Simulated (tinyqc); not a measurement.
# Trap depth and cross-section from two peaks

Inverse problem. A DLTS peak lies where ew = sn g T^2 exp(-Et/kB T), g = vth Nc/(300 K)^2. Find Et and sn.

Values chosen for this exercise: conduction-band density of states at 300 K Nc = 2.77e19 cm^-3; thermal velocity at 300 K vth = 2.2e7 cm/s.

Constants: q = 1.602176634e-19 C, kB = 1.380649e-23 J/K. Results are converted to the units shown.

peak temperatures for ew = 5 and 2000 1/s (K): 109.73340  147.37095

Answer. The slope of ln(ew/T^2) against q/kB T is -Et, and the intercept is ln(sn g).

Et = 0.2000 eV
sn = 9.400e-17 cm^2

Program tinyqc, `OMP_NUM_THREADS=1 python tinyqc.py 2050148 2050149 out.jsonl`; Intel Xeon 2.30GHz, shared host, one thread, about 0.01 s.
